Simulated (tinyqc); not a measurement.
Switching kinetics of a ferroelectric film and the memory window of a ferroelectric gate stack: one step, computed by the program tinyqc.

Fields in MV/cm; 1 microcoulomb/cm^2 over eps_0 is 11.29409 MV/cm. In the stack (metal, ferroelectric, interlayer, channel) the channel is taken as a conductor.

Problem. Switched share after the pulse. Merz's law: t1 = t_inf exp[(E_a/E)^alpha] at the mean of the fields before and after switching. NLS: switched share = integral of [1 - exp(-(t/tau)^n)] F(z) dz over z = log10 tau, with the Lorentzian F = (1/pi) w/[(z - log10 t1)^2 + w^2].

Inputs (values chosen for the exercise, for a model hafnia-based film):

| quantity | value | unit |
|---|---|---|
| time constant t_inf | 6.2e-09 | s |
| activation field E_a | 6.3 | MV/cm |
| Merz exponent alpha | 2 | - |
| dimension n | 2 | - |
| half width w of log10 t | 1 | - |
| pulse length t_p | 1.2e-08 | s |
| breakdown field of the interlayer | 15 | MV/cm |

Kinetics: nucleation-limited (NLS).

E_F before switching = 3.491435 MV/cm

E_F after switching = 2.322906 MV/cm

Give: mean field; switching time t1; switched share.

Solution.

mean field = 2.907 MV/cm

switching time t1 = 6.790e-07 s

switched share = 0.1789

t_p is 0.018 t1. A field higher by 10 % would shorten t1 by a factor 2.3. The step approximation 1/2 + arctan[log10(t_p/t1)/w]/pi gives 0.165. Caution: the interlayer field exceeds its breakdown field, so charge injection would change the fields.
